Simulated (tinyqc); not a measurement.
MOS capacitor on a p-type substrate, surface potential from the exact charge relation: one step of the calculation.

Uniform p-type substrate, Boltzmann statistics, full ionisation, classical densities. psi is the surface potential against the body (positive when the bands bend down) and u = psi/Vt. Traps are spread evenly over the gap and neutral at flat band, so their charge is -q Dit psi; the minority quasi-Fermi level is shifted by Vb.

Problem. Flat band, threshold and scales. ni = sqrt(Nc Nv) exp(-Eg/(2 Vt)), Eg in volts; phiF = Vt ln(N/ni); Cox = eps0 eox/tox; Vfb = phiM - chi - (Eg - Vt ln(Nv/N)) - q Nf/Cox; Q0 = sqrt(2 eps0 eps_r q N Vt); r = (ni/N)^2 exp(-Vb/Vt); VT = Vfb + [(2 phiF + Vb)(1 + q Dit/Cox) + sqrt(2 eps0 eps_r q N (2 phiF + Vb))/Cox].

Parameters, values chosen for the exercise; band and dielectric values close to those of silicon:
```
symbol    value         unit                                                                 meaning
T           300            K                                                             temperature
Eg         1.14           eV                                                                band gap
eps_r      11.8                                                                relative permittivity
Nc      2.78e19        cm^-3                                  conduction-band density of states at T
Nv       2.7e19        cm^-3                                     valence-band density of states at T
chi         4.1           eV                                                       electron affinity
N        1.2e17        cm^-3                                       acceptor density of the substrate
eox        7.44               relative permittivity of the gate insulator (close to silicon nitride)
tox          32           nm                                                     insulator thickness
phiM          5           eV                                                      gate work function
Nf            0        cm^-2                            fixed charge at the interface, in units of q
Dit           0  cm^-2 eV^-1                                              density of interface traps
Vb            0            V                    reverse bias of the inversion layer against the body
```

Constants: q = 1.602176634e-19 C, kB = 1.380649e-23 J/K, Vt = kB T/q, eps0 = 8.8541878128e-14 F/cm where lengths are in cm. Results are converted to the units shown.

Wanted: ni; phiF; Cox; Vfb; Q0; r; VT.

Solution.

ni = 7.280e9 cm^-3
phiF = 0.4296 V
Cox = 0.2059 uF/cm^2
Vfb = -0.09998 V
Q0 = 32.23 nC/cm^2
r = 3.680e-15
VT = 1.662 V

Numbers from tinyqc (`OMP_NUM_THREADS=1 python tinyqc.py 2060027 2060028 out.jsonl`; about 0.01 s on one thread of a shared Intel Xeon 2.30GHz).
